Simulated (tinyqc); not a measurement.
# Read current of a NAND string, cells in series solved by shooting: what changes with what

Cells in series, numbered from 0 at the source line (0 V) to the bit line, each followed by a gap resistance Rg. A cell with gate Vg, threshold VT, source Vs and drain Vd passes I = 2 nf K Vt^2 [F(Vs) - F(Vd)]/(1 + th max(Vg - VT, 0)), F(V) = ln^2(1 + exp((Vg - VT - nf V)/(2 nf Vt))). The selected cell has Vg = Vr, the others Vg = Vp.

Values chosen for this exercise; values of the order met in vertical NAND strings: temperature T = 300 K; gain factor of a cell K = 7 uA/V^2; slope factor nf = 2.1; mobility reduction factor th = 0.09 1/V; resistance of the gap between cells Rg = 2.2 kohm; bit-line voltage Vbl = 0.7 V; pass voltage Vp = 5.9 V; threshold of an erased cell Ve = -1.1 V; threshold of the highest state Vh = 4.3 V; threshold of the selected cell Vx = 1.6 V; sensing current Is = 10 nA; read voltage on the selected word line Vr = 2.98 V.

Constants: q = 1.602176634e-19 C, kB = 1.380649e-23 J/K, Vt = kB T/q. Results are converted to the units shown.

Each table varies one quantity; the others keep the values above.

## Read current against the number of cells

For a trial current I start at 0 V and, cell by cell, solve for the drain: sqrt(F(Vd)) = sqrt(F(Vs) - I/k), k = 2 nf K Vt^2/(1 + th max(Vg - VT, 0)), Vd = [Vg - VT - 2 nf Vt ln(exp(sqrt F) - 1)]/nf, then add I Rg. The string current is the I for which the last node reaches Vbl. The apparent threshold is the Vr at which I = Is. Background: all other cells erased (VT = Ve) or all in the highest state (VT = Vh); ratio and shift are high over erased and high minus erased. The selected cell is in the middle, cell n/2.

Read current against the number of cells:
```
n,"I, others erased (uA)","I, others high (uA)",ratio,"apparent VT, erased (V)","apparent VT, high (V)",background shift (mV)
8,1.308,0.4425,0.3384,1.607,1.613,5.849
16,0.8325,0.2245,0.2697,1.610,1.622,11.74
32,0.4778,0.1130,0.2366,1.616,1.640,23.68
64,0.2572,0.05670,0.2205,1.628,1.677,48.15
96,0.1758,0.03784,0.2152,1.640,1.714,73.47
128,0.1336,0.02839,0.2126,1.653,1.752,99.70
192,0.09020,0.01894,0.2100,1.677,1.832,155.2
```

What does the comparison show?

With erased neighbours the current falls from 1.31 to 0.0902 uA, as n^(-0.65) between the first two rows and n^(-0.97) between the last two (-1 once the series resistance rules). The ratio falls from 0.338 to 0.210 and the background shift rises from 5.85 to 155 mV.

## Effect of the bit-line voltage

Same model as above.

The string has 32 cells and the selected one is cell 16.

Result of one run:
```
Vbl (V),"I, others erased (uA)","I, others high (uA)",ratio,"apparent VT, erased (V)","apparent VT, high (V)",background shift (mV)
0.4,0.2997,0.08826,0.2945,1.616,1.640,23.68
```

What becomes of these results when the bit-line voltage Vbl is changed from 0.4 to 0.6 V, all else the same?

Result of the changed run:
```
Vbl (V),"I, others erased (uA)","I, others high (uA)",ratio,"apparent VT, erased (V)","apparent VT, high (V)",background shift (mV)
0.6,0.4241,0.1088,0.2566,1.616,1.640,23.68
```

The whole series:
```
Vbl (V),"I, others erased (uA)","I, others high (uA)",ratio,"apparent VT, erased (V)","apparent VT, high (V)",background shift (mV)
0.1,0.08042,0.02789,0.3468,1.621,1.651,30.29
0.2,0.1574,0.05191,0.3299,1.616,1.640,23.86
0.3,0.2306,0.07204,0.3125,1.616,1.640,23.68
0.4,0.2997,0.08826,0.2945,1.616,1.640,23.68
0.5,0.3644,0.1005,0.2759,1.616,1.640,23.68
0.6,0.4241,0.1088,0.2566,1.616,1.640,23.68
0.7,0.4778,0.1130,0.2366,1.616,1.640,23.68
0.8,0.5241,0.1141,0.2176,1.616,1.640,23.68
```

As Vbl goes from 0.1 to 0.8 V, the current with erased neighbours rises from 0.0804 to 0.524 uA, that with high neighbours rises from 0.0279 to 0.114 uA and the ratio falls from 0.347 to 0.218. The background shift falls from 30.3 to 23.7 mV.

Program tinyqc, `OMP_NUM_THREADS=1 python tinyqc.py 2142055 2142056 out.jsonl`; Intel Xeon 2.30GHz, shared host, one thread, about 0.5 s.
